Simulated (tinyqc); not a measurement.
Worked calculation: harmonic frequencies on the RHF/6-31g surface (energies and gradients from PySCF), for H3+, spin multiplicity 1. One step of it, computed by the program tinyqc.

Task: Normal modes. Diagonalise H_ij / sqrt(m_i m_j); the 6 smallest eigenvalues belong to translations and rotations; wavenumber = sqrt(eigenvalue / 1822.888) x 219474.63; each mode has its largest component positive (the first on a tie); zero-point energy = sum of wavenumbers / 2, with 349.755 1/cm per kcal/mol. A mass of 2.014 u marks deuterium.

Hessian (symmetrised) (hartree/bohr^2):
```
             1Hx          1Hy          1Hz          2Hx          2Hy          2Hz          3Hx          3Hy
1Hx   0.00821794   0.04850485   0.00192389  -0.00381677  -0.02340798   0.00994426  -0.00440117  -0.02509697
1Hy   0.04850485   0.28724435   0.00243528  -0.02381263  -0.14627032   0.06323297  -0.02469232  -0.14097444
1Hz   0.00192389   0.00243528   0.10997547   0.01490815   0.09264900  -0.05263253  -0.01683204  -0.09508429
2Hx  -0.00381677  -0.02381263   0.01490815   0.00408259   0.02498926  -0.01028336  -0.00026581  -0.00117659
2Hy  -0.02340798  -0.14627032   0.09264900   0.02498926   0.15469958  -0.08106186  -0.00158123  -0.00842904
2Hz   0.00994426   0.06323297  -0.05263253  -0.01028336  -0.08106186   0.24670029   0.00033924   0.01782841
3Hx  -0.00440117  -0.02469232  -0.01683204  -0.00026581  -0.00158123   0.00033924   0.00466699   0.02627360
3Hy  -0.02509697  -0.14097444  -0.09508429  -0.00117659  -0.00842904   0.01782841   0.02627360   0.14940367
3Hz  -0.01186815  -0.06566823  -0.05734312  -0.00462480  -0.01158717  -0.19406766   0.01649280   0.07725588

             3Hz
1Hx  -0.01186815
1Hy  -0.06566823
1Hz  -0.05734312
2Hx  -0.00462480
2Hy  -0.01158717
2Hz  -0.19406766
3Hx   0.01649280
3Hy   0.07725588
3Hz   0.25141085
```

masses (u): 1H 2.014102, 2H 2.014102, 3H 1.007825

Give: eigenvalues of the mass-weighted Hessian; harmonic wavenumbers of the vibrations; mass-weighted modes; zero-point energy.

Result:

eigenvalues of the mass-weighted Hessian (hartree/(bohr^2 u)): 0.0000  0.0000  0.0000  0.0000  0.0000  0.0000  0.1902  0.2183  0.3964

harmonic wavenumbers of the vibrations (1/cm): 2241.7  2402.0  3236.6

mass-weighted modes:
```
      mode 1   mode 2   mode 3
1Hx  -0.0796  -0.0749  -0.0645
1Hy  -0.5061  -0.4229  -0.3720
1Hz   0.4237  -0.2563  -0.1243
2Hx   0.1019   0.0055   0.0102
2Hy   0.6214  -0.0083   0.0921
2Hz  -0.2135   0.4999  -0.3866
3Hx  -0.0316   0.0981   0.0767
3Hy  -0.1630   0.6096   0.3957
3Hz  -0.2972  -0.3444   0.7222
```

zero-point energy = 11.2655 kcal/mol
